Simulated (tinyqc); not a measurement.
Thermal boundary conductance by the acoustic and diffuse mismatch models: one step, computed by the program tinyqc. Command: `OMP_NUM_THREADS=1 python tinyqc.py 3028746 3028747 out.jsonl kapitza walk`. One thread of a shared host (Intel(R) Xeon(R) Processor @ 2.30GHz), about 0.01 s of CPU time with the checks.

Each side has one longitudinal and two transverse Debye branches, omega = v q up to q_D = (6 pi^2 n)^(1/3), with n counting all atoms. Scattering at the interface is elastic. Electrons are left out of G, also for metals. Melting is ignored. G refers to the temperatures of the phonons sent towards the interface. Linear branches over all atoms overstate G at high T, most for crystals with several atoms a cell.

Question. Acoustic mismatch: transmission of each branch. No mode conversion. t(theta) = 4 Z_1 Z_2 cos(theta_1) cos(theta_2)/N^2, with N = Z_2 cos(theta_1) + Z_1 cos(theta_2) for L (the form for pressure waves) and N = Z_1 cos(theta_1) + Z_2 cos(theta_2) for both T branches (the form for shear waves polarised along the interface); sin(theta_2) = (v_2/v_1) sin(theta_1), and t = 0 beyond the critical angle arcsin(v_1/v_2); the mean over the incoming flux is alpha = 2 int t sin(theta_1) cos(theta_1) d theta_1 (64 Gauss-Legendre points).

Structure: film on a substrate.

Branches:
```
branch     v (m/s)  cut-off (K)  Z (1e6 kg/(m^2 s))
L, side 1    17900     2997.802             63.5450
T, side 1    13100     2193.922             46.5050
L, side 2     8870      972.226             20.9332
T, side 2     5230      573.251             12.3428
```

Give: Transmission.

Answer.

Transmission:
```
branch  t at normal incidence  largest angle from side 1 (deg)  alpha, 1 to 2  alpha, 2 to 1
L                      0.7456                               90         0.5919         0.1453
T                      0.6630                               90         0.7986         0.1273
```

For L waves from side 1 no critical angle exists; the mean is 0.59 against 0.75 at normal incidence. For T waves from side 1 no critical angle exists; the mean is 0.80 against 0.66 at normal incidence.
